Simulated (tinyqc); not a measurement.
Inside a calculation. Method: CCD on RHF in the 6-31g basis, for H2, spin multiplicity 1. One step of it, computed by the program tinyqc.

Question. Iteration 5 (converged): orbitals. Diagonalise F' = X^T F X, C = X C', fill 1 alpha and 1 beta electrons from the bottom; D = 2 C_occ C_occ^T. Each column has its largest component positive (the first on a tie).

converged F (hartree):
```
           1H 1s      1H 2s      2H 1s      2H 2s
1H 1s  -0.091900  -0.532698  -0.602425  -0.542876
1H 2s  -0.532698  -0.340827  -0.542876  -0.372908
2H 1s  -0.602425  -0.542876  -0.091900  -0.532698
2H 2s  -0.542876  -0.372908  -0.532698  -0.340827
```

X:
```
           1H 1s      1H 2s      2H 1s      2H 2s
1H 1s   1.324083  -0.508098  -0.259576   0.095949
1H 2s  -0.508098   2.133556   0.095949  -1.191991
2H 1s  -0.259576   0.095949   1.324083  -0.508098
2H 2s   0.095949  -1.191991  -0.508098   2.133556
```

Give: F' = X^T F X; orbital energies; coefficients C; D after iteration 5.

Answer.

F' = X^T F X (hartree):
```
         1        2        3        4
1   0.6542  -0.5873  -0.6184  -0.0918
2  -0.5873   0.2921  -0.0918  -0.2080
3  -0.6184  -0.0918   0.6542  -0.5873
4  -0.0918  -0.2080  -0.5873   0.2921
```

orbital energies (hartree): MO1 -0.6197, MO2 0.2582, MO3 0.7395, MO4 1.5146

coefficients C:
```
          MO1      MO2      MO3      MO4
1H 1s  0.3393   0.1077   0.7324  -1.1937
1H 2s  0.2526   1.9255  -0.6815   1.4158
2H 1s  0.3393  -0.1077   0.7324   1.1937
2H 2s  0.2526  -1.9255  -0.6815  -1.4158
```

D after iteration 5:
```
        1H 1s   1H 2s   2H 1s   2H 2s
1H 1s  0.2302  0.1714  0.2302  0.1714
1H 2s  0.1714  0.1276  0.1714  0.1276
2H 1s  0.2302  0.1714  0.2302  0.1714
2H 2s  0.1714  0.1276  0.1714  0.1276
```
